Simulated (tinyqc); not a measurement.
Carrier density against temperature: charge neutrality of a doped semiconductor with incomplete ionisation. Computed by tinyqc, a small Python program. Command: `OMP_NUM_THREADS=1 python tinyqc.py 3028548 3028549 out.jsonl dopant walk`. One thread of a shared host (Intel(R) Xeon(R) Processor @ 2.30GHz), about 0.04 s of CPU time with the checks.

Energies are counted from the top of the valence band; E_D is measured down from the conduction band and E_A up from the valence band.

Inputs (values chosen for the exercise, modelled on GaSb): gap at 0 K E_g0 = 0.811 eV; Varshni alpha = 0.000418 eV/K; Varshni beta = 143 K; electron mass m_e = 0.0382 m_0; valleys M_c = 1; hole mass m_h = 0.4 m_0; donor density N_D = 2e+13 cm^-3; acceptor density N_A = 8.3e+12 cm^-3; donor depth E_D = 0.00241 eV; acceptor depth E_A = 0.0303 eV; donor degeneracy g_D = 2; acceptor degeneracy g_A = 4.

Doping: n-type, compensated. Statistics of the bands: Fermi-Dirac.

Constants: k_B = 8.617333262e-05 eV/K; m_0 = 9.1093837015e-31 kg; k_B = 1.380649e-23 J/K; h = 6.62607015e-34 J s.

Method:
- E_g = E_g0 - alpha T^2/(T + beta).
- N_c = 2 M_c (2 pi m_e k_B T/h^2)^(3/2) and N_v = 2 (2 pi m_h k_B T/h^2)^(3/2), masses in units of m_0.
- n = N_c F_1/2((E_F - E_g)/k_B T), p = N_v F_1/2(-E_F/k_B T).
- F_1/2(eta) = (2/sqrt(pi)) int_0^infinity sqrt(x)/(1 + exp(x - eta)) dx, by the trapezoid rule in t = sqrt(x) with step 0.02 up to t = 12 (for eta < -12 by exp(eta) - exp(2 eta)/2^(3/2)).
- N_D+ = N_D/(1 + g_D exp((E_F - E_g + E_D)/k_B T)).
- N_A- = N_A/(1 + g_A exp((E_A - E_F)/k_B T)).
- Neutrality: p + N_D+ = n + N_A-; the log ratio is ln[(p + N_D+)/(n + N_A-)].
- Neutrality is solved by bisection at each T. The last column is -k_B d ln(n T^-3/2)/d(1/T) from this row and the one above; it turns negative as ionisation nears completion, when the density grows more slowly than that power of T.

Against temperature:
```
T (K)   n (cm^-3)  E_F from the band edge (eV)  ionised share  activation energy (eV)
4.0    1.8011e+11                      0.00254        0.42401                       -
6.2    2.5666e+12                      0.00287        0.54333              1.9422e-03
9.3    7.2385e+12                      0.00397        0.77693              6.8702e-04
14.0   1.0220e+13                      0.00629        0.92599             -6.4134e-04
300.0  1.1761e+13                      0.25014        0.99986             -5.6397e-03
600.0  8.5655e+15                      0.21298        0.96706              2.8701e-01
```

Between the two coldest rows the activation energy is 0.00194 eV, 0.81 of the dopant depth: between the half depth of a weakly compensated sample and the full depth that compensation gives once the carriers are fewer than the compensating centres. The density is within 10 % of the net doping in one row, 300 K. From 600 K carriers excited across the gap add to it.

Extremes, crossings and ranges named in words are read from the listed rows.
